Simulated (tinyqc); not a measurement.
One level from two frequencies.

Problem. A single interface trap level in an MOS capacitor has the conductance Gp/w = Cit w tau/(1 + w^2 tau^2), w = 2 pi f. Find tau and Cit.

Gp/w at f = 21 and 160 Hz (nF/cm^2): 110.03244  93.337113

Answer. w/(Gp/w) = 1/(Cit tau) + (tau/Cit) w^2 is linear in w^2; the two coefficients give tau and Cit.

tau = 0.00306 s
Cit = 317 nF/cm^2

Computed by the program tinyqc: `OMP_NUM_THREADS=1 python tinyqc.py 2030071 2030072 out.jsonl`, one thread of a shared Intel Xeon 2.30GHz, about 0.01 s for the whole run.
